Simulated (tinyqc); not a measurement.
Thermal boundary conductance by the acoustic and diffuse mismatch models: one step, computed by the program tinyqc.

Each side has one longitudinal and two transverse Debye branches, omega = v q up to q_D = (6 pi^2 n)^(1/3), with n counting all atoms. Scattering at the interface is elastic. Electrons are left out of G, also for metals. Melting is ignored. G refers to the temperatures of the phonons sent towards the interface. Linear branches over all atoms overstate G at high T, most for crystals with several atoms a cell.

Question. Temperature rise through the stack. In series: Delta T = J (d_1/kappa_1 + R + d_2/kappa_2), with bulk conductivities in the layers and one-dimensional flow.

Inputs (values chosen for the exercise, modelled on silicon carbide (side 1) and titanium nitride (side 2)): conductivity kappa_1 = 396 W/(m K); conductivity kappa_2 = 24.7 W/(m K); temperature T = 150 K; thickness d_1 = 52 nm; thickness d_2 = 180000 nm; heat flux J = 2 kW/cm^2.

Structure: film on a substrate.

boundary resistance R = 1.471190 m^2 K/GW

Give: temperature drops; total rise Delta T; interface share of film plus interface.

Answer.

temperature drops (K): film 0.0026263, interface 0.029424, substrate 145.75

total rise Delta T = 145.78 K

interface share of film plus interface = 0.91806

The substrate takes the largest drop, 100 % of the total. Caution: kappa_2 is of room-temperature size, so the Kapitza length is only nominal at this T. Caution: the rise is not small against T, so constant conductivities fail; a rise of thousands of kelvin would destroy the stack. Caution: the conductivities are of room-temperature size; at this T real values can differ much and free paths can be long. Caution: R from emitted-phonon temperatures is too large for use in series with Fourier layers, by up to a factor of about 2. Caution: layers this thin are often below the phonon free path, where bulk conductivities and independent interfaces no longer hold.
